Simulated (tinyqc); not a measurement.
Hot electrons in a saturated n-channel MOSFET, lucky-electron model: one step of the calculation.

Beyond pinch-off the lateral field grows as Esat cosh(y/l) over the velocity-saturated region (pseudo-two-dimensional model). Impact ionisation in this region gives the substrate current, which biases the body forward through Rsub. Currents are per width. Local-field laws: they overstate ionisation when the field peak is narrower than an energy relaxation length.

Question. Length and field scales. Cox = 3.9 eps0/tox, l = sqrt(3 tox xj), Esat = 2 vs/mu.

Parameters, values chosen for the exercise; values close to those of silicon n-channel devices: channel length L = 0.5 um; oxide thickness tox = 13 nm; junction depth xj = 150 nm; effective mobility mu = 300 cm^2/(V s); saturation velocity vs = 7.4e6 cm/s.

Constants: eps0 = 8.8541878128e-14 F/cm where lengths are in cm. Results are converted to the units shown.

Give: Cox; l; Esat; Esat L.

Answer.

Cox = 0.26563 uF/cm^2
l = 76.485 nm
Esat = 0.049333 MV/cm
Esat L = 2.4667 V

Program tinyqc, `OMP_NUM_THREADS=1 python tinyqc.py 2550113 2550114 out.jsonl`; Intel Xeon 2.30GHz, shared host, one thread, about 0.01 s.
